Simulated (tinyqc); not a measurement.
Worked calculation: coherent transport through a tight-binding region between two chains. Computed by tinyqc, a small Python program that keeps every step. Settings: temperature = 4, mu = -0.45. Command: `OMP_NUM_THREADS=1 python tinyqc.py 22187 22188 out.jsonl` (the two numbers bound the seeds that draw the settings). One thread of a shared host (Intel(R) Xeon(R) Processor @ 2.60GHz), about 0.1 s of CPU time with the checks.

## Transmission at E = -0.77 eV

H of the central region (eV):
```
,1,2,3,4
1,-0.040000,-0.910000,0.000000,-0.910000
2,-0.910000,-0.600000,-0.910000,0.000000
3,0.000000,-0.910000,-0.450000,-0.910000
4,-0.910000,0.000000,-0.910000,0.190000
```

Leads: semi-infinite chains with site energy 0:
```
parameter,value
lead hopping t (eV),2.030000
coupling to the left lead (eV),0.820000
coupling to the right lead (eV),1.190000
left contact site,1
right contact site,2
```

E = -0.770000 eV

Surface Green function g = (E - i sqrt(4 t^2 - E^2)) / (2 t^2); self-energy tc^2 g on each contact site; G = (E - H - Sigma)^(-1); Gamma = -2 Im Sigma; T = Gamma_L Gamma_R |G_LR|^2; local density of states -Im G_ii / pi.

g = -0.093426-0.483670i 1/eV

G (1/eV):
```
,1,2,3,4
1,-0.852871-0.328081i,0.204201+0.202022i,1.013385+0.182755i,0.152154-0.137757i
2,0.204201+0.202022i,-0.569848-0.318906i,0.631064+0.213672i,0.791761+0.394043i
3,1.013385+0.182755i,0.631064+0.213672i,-0.826418-0.648883i,0.177229-0.441850i
4,0.152154-0.137757i,0.791761+0.394043i,0.177229-0.441850i,-0.729439-0.549419i
```

local density of states (1/eV): 0.104431  0.101511  0.206546  0.174885

transmission = 0.073518

## Transmission across the band

The same steps on a grid of energies.

T(E):
```
E (eV),T
-3.85700000,0.001837
-3.47130000,0.009952
-3.08560000,0.036609
-2.69990000,0.148473
-2.31420000,0.549826
-1.92850000,0.408230
-1.54280000,0.205946
-1.15710000,0.129855
-0.77140000,0.073789
-0.38570000,0.014415
0.00000000,0.032163
0.38570000,0.011962
0.77140000,0.060633
1.15710000,0.170082
1.54280000,0.683388
1.92850000,0.455834
2.31420000,0.083544
2.69990000,0.024649
3.08560000,0.008781
3.47130000,0.003067
3.85700000,0.000672
```

levels of the isolated region (eV): -2.097589  -0.272810  -0.178490  1.648889

## Current

I = (2e/h) int T(E) [f(E - mu - V/2) - f(E - mu + V/2)] dE at 4 K with mu = -0.45 eV, the bias not changing H; 2e^2/h = 77.48092 microsiemens; the integral runs over the band on 4001 points.

Current:
```
V (volt),I (microampere)
0.010000,0.000019
0.050000,0.002272
0.100000,0.018056
0.200000,0.144181
0.400000,1.029090
0.800000,3.821321
```
